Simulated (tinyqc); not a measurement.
# Thermal resistances of a two-die stack

Question. Heat leaves through the lower die only, and the system is linear. Find the resistance R1 from the lower die to the coolant, R2 between the dies, and the rise of the upper die when both are powered.

Inputs (values chosen for the exercise): power of the lower die P1 = 45 W; power of the upper die P2 = 3.9 W.

rises of the lower and upper die with only the lower one powered (K): [29.7, 29.7]
rises of the lower and upper die with only the upper one powered (K): [2.574, 3.744]

Answer. With only the lower die powered no heat crosses R2, so both dies rise by P1 R1; the difference in the second test is P2 R2; rises add.

R1 = 0.6600 K/W
R2 = 0.3000 K/W
rise of the upper die = 33.44 K

Numbers from tinyqc (`OMP_NUM_THREADS=1 python tinyqc.py 2162112 2162113 out.jsonl`; about 0.03 s on one thread of a shared Intel Xeon 2.30GHz).
